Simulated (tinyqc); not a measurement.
# Ballistic Schottky-barrier transistor with a one-dimensional channel, WKB contacts: effects of single changes

Source Fermi level 0, drain Fermi level -Vd. Far from the contacts Ec = pn - psi, and the gate moves psi one to one; the band edges relax as exp(-x/lam) from pn at the source and pn - Vd at the drain; Ev = Ec - Eg. A carrier of energy w inside the channel band meets at a contact a barrier of height D (the contact edge beyond the channel edge): T = 1 for w >= D, else exp(-S), S = 4 lam sqrt(m/C) [sqrt(D - w) - sqrt(w) arctan sqrt((D - w)/w)], C = hbar^2/(2 m0). The two contacts combine as Ts Td/(Ts + Td - Ts Td).

Values chosen for this exercise; channel values close to those of a silicon nanowire with silicide contacts: temperature T = 350 K; band gap Eg = 1.12 eV; barrier for electrons at both contacts pn = 0.7 eV; electron mass mn = 0.2 m0; hole mass mp = 0.24 m0; valleys or subbands g = 2; screening length at the contacts lam = 1.8 nm; drain bias Vd = 0.1 V; band shift psi of the channel by the gate ps = 0.7 V.

Constants: q = 1.602176634e-19 C, kB = 1.380649e-23 J/K, hbar = 1.054571817e-34 J s, h = 6.62607015e-34 J s, m0 = 9.1093837015e-31 kg, Vt = kB T/q, hbar^2/(2 m0) = 0.0380998212 eV nm^2. Results are converted to the units shown.

Each table varies one quantity; the others keep the values above.

## Effect of the screening length

I = g (2 q^2/h) int T(w) [f(Es + w) - f(Ed + w)] dw, f(y) = 1/(1 + exp(y/Vt)). Electrons: Ds = psi, Dd = psi - Vd, Es = Ec, Ed = Ec + Vd. Holes: Ds = -psi, Dd = Vd - psi, Es = -Ev, Ed = -Ev - Vd. The size of each current is taken; both flow from drain to source and add. The integrals are converged.

Result of one run:
```
lam (nm)  current of the electrons (uA)  share over the barriers (%)  |d psi/d log10| of this current (mV/decade)
0.5                              0.1420                     2.641e-7                                        98.60
```

What becomes of these results when the screening length at the contacts lam is changed from 0.5 to 6.9 nm, all else the same?

Result of the changed run:
```
lam (nm)  current of the electrons (uA)  share over the barriers (%)  |d psi/d log10| of this current (mV/decade)
6.9                            1.318e-7                       0.2846                                        229.8
```

The whole series:
```
lam (nm)  current of the electrons (uA)  share over the barriers (%)  |d psi/d log10| of this current (mV/decade)
0.5                              0.1420                     2.641e-7                                        98.60
1.6                            0.001572                     2.386e-5                                        102.2
2.6                            7.629e-5                     4.916e-4                                        114.3
3.7                            6.675e-6                     0.005618                                        136.3
4.8                            1.152e-6                      0.03256                                        164.3
5.9                            3.186e-7                       0.1177                                        196.9
6.9                            1.318e-7                       0.2846                                        229.8
8                              6.226e-8                       0.6023                                        268.9
```

The current falls from 0.142 to 6.23e-8 uA, while the share over the barriers rises from 2.64e-7 to 0.602 %: the thermionic part does not depend on lam, and a thinner barrier adds tunnelling. The swing rises from 98.6 to 269 mV/decade.

## Ambipolar transfer curve

Same model as above.

Swing = d(psi)/d(log10 I).

Ambipolar transfer curve:
```
ps (V)  electrons (uA)  holes (uA)    I (uA)  swing (mV/decade)
-0.34        4.767e-15     0.01408   0.01408             -126.0
-0.23        1.829e-13    0.001669  0.001669             -118.2
-0.12        7.017e-12    2.119e-4  2.119e-4             -127.7
-0.01        2.692e-10    3.043e-5  3.043e-5             -132.4
0.1           2.572e-9    4.035e-6  4.038e-6             -70.89
0.2           1.614e-8    1.465e-7  1.627e-7             -82.18
0.31          1.356e-7    3.819e-9  1.394e-7              123.1
0.42          1.361e-6   9.956e-11  1.362e-6              106.1
0.53          1.581e-5   2.595e-12  1.581e-5              100.9
0.63          1.600e-4   9.423e-14  1.600e-4              98.71
0.74          0.001868   2.456e-15  0.001868              114.0
0.85           0.01179   6.402e-17   0.01179              171.0
```

Read the table: what changes, and by how much?

I goes from 0.0141 through a minimum of 1.39e-7 (at ps = 0.31 V among the rows listed) to 0.0118 uA; the exact minimum lies at psi = 0.253 V. Holes carry the left branch and electrons the right. The ratio of the last row to the smallest is 84600 and of the first row 1.01e5, with barriers of 0.7 eV for electrons and 0.420 eV for holes. The steepest swing among the rows is 70.9 mV/decade, against the thermionic limit 69.4.

Range of the model: No scattering, image-force lowering, channel charge or band-to-band tunnelling; parabolic kappa overstates S deep in the gap.

Computed by the program tinyqc: `OMP_NUM_THREADS=1 python tinyqc.py 2390134 2390135 out.jsonl`, one thread of a shared Intel Xeon 2.30GHz, about 0.04 s for the whole run.
